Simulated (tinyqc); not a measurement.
Density of states of one tight-binding band of a chain: sweeps and comparisons. A value that a table varies takes the place of the one given here.

E(k) = -2 t cos(2 pi k) - 2 t2 cos(4 pi k); k in fractions of the reciprocal vectors, mesh k_i = j/N with j = 0 .. N-1. Densities are per cell and per spin, so the band holds one state.

Each interval of the mesh is a segment with E linear in k: n = (E - e1)/(e2 - e1), g = 1/(e2 - e1) between its end values.

Gaussian broadening: g(E) = mean over the mesh of exp(-(E - E_k)^2/(2 sigma^2))/(sigma sqrt(2 pi)), n(E) = mean of erfc((E_k - E)/(sigma sqrt 2))/2.

Parameters, chosen for this exercise:
- t = 0.77 eV (nearest hopping)
- t2 = 0 eV (second hopping)
- N2 = 24 (mesh points along each axis in this comparison)
- sigma = 0.077 eV (Gaussian width)
- E = -0.76 eV (energy at which the density is wanted)

## Three ways to the same curve

N = N2 here; the reference is the linear method with N = 4000.

g(E) (1/eV):

| E (eV) | reference | linear segments | Gaussian, sigma | Gaussian, sigma/4 | reference n(E) |
|---|---|---|---|---|---|
| -1.259 | 0.359 | 0.341 | 0.313 | 0.001 | 0.195 |
| -0.979 | 0.268 | 0.261 | 0.167 | 0.000 | 0.281 |
| -0.699 | 0.232 | 0.224 | 0.282 | 0.002 | 0.350 |
| -0.419 | 0.215 | 0.224 | 0.417 | 0.984 | 0.412 |
| -0.139 | 0.208 | 0.209 | 0.086 | 0.000 | 0.471 |
| 0.141 | 0.208 | 0.209 | 0.082 | 0.000 | 0.529 |
| 0.421 | 0.215 | 0.224 | 0.414 | 0.877 | 0.588 |
| 0.701 | 0.232 | 0.224 | 0.289 | 0.003 | 0.650 |
| 0.981 | 0.268 | 0.261 | 0.172 | 0.000 | 0.720 |
| 1.261 | 0.360 | 0.341 | 0.318 | 0.001 | 0.805 |

Root-mean-square errors against the reference: 0.0105 for linear segments, 0.1183 for sigma and 0.4027 for sigma/4. The narrow Gaussian is worse than the wide one, because it resolves the separate mesh levels. The reference is highest at 1.261 eV of the energies listed, and half filling lies between -0.139 and 0.141 eV.

## Convergence with the mesh

At the energy E; the plain count is the share of mesh points below E; the reference is the linear method with N = 4000.

Results:

| N | points | g linear | n linear | g Gaussian | n Gaussian | n plain count |
|---|---|---|---|---|---|---|
| 8 | 8 | 0.2296 | 0.3255 | 0.0001 | 0.3750 | 0.3750 |
| 16 | 16 | 0.2502 | 0.3323 | 0.0556 | 0.3142 | 0.3125 |
| 32 | 32 | 0.2347 | 0.3349 | 0.1777 | 0.3379 | 0.3438 |
| 64 | 64 | 0.2411 | 0.3355 | 0.2388 | 0.3354 | 0.3281 |
| 128 | 128 | 0.2376 | 0.3357 | 0.2384 | 0.3354 | 0.3359 |
| 256 | 256 | 0.2392 | 0.3357 | 0.2384 | 0.3354 | 0.3320 |

reference n and g: 0.3357  0.2376

The linear n(E) stays within 0.002 of the reference from N = 32 on. The Gaussian g stays within 1 % of its last value from N = 64 on; it tends to the broadened curve, not the true one. At the last mesh it lies +0.001 1/eV from the reference g and the linear g +0.002. The plain count errs by -0.0037 at the last mesh.

## What moves the count of states

Linear method and Gaussian sum with N = 400. Each row changes one parameter from the base and keeps the others.

Results:

| case | n linear | g linear (1/eV) | n Gaussian | g Gaussian (1/eV) |
|---|---|---|---|---|
| base | 0.3357 | 0.2369 | 0.3354 | 0.2384 |
| t = 0.847 eV | 0.3519 | 0.2101 | 0.3517 | 0.2107 |
| E = -0.683 eV | 0.3537 | 0.2311 | 0.3535 | 0.2312 |
| sigma = 0.154 eV | 0.3357 | 0.2369 | 0.3345 | 0.2410 |
| t2 = 0.039 eV | 0.3270 | 0.2184 | 0.3268 | 0.2192 |

The largest shifts from the base row, up to three for each result and ties (the steps differ in size, so this ranks the rows, not the parameters). n linear: E +0.0180, t +0.0162, t2 -0.0087; unchanged at the printed digits by sigma. g linear (1/eV): t -0.0268, t2 -0.0185, E -0.0058; unchanged at the printed digits by sigma. n Gaussian: E +0.0181, t +0.0163, t2 -0.0086. g Gaussian (1/eV): t -0.0277, t2 -0.0193, E -0.0072.

tinyqc: `OMP_NUM_THREADS=1 python tinyqc.py 1651540 1651541 out.jsonl`; about 0.01 s, one thread, shared Intel(R) Xeon(R) Processor @ 2.30GHz.
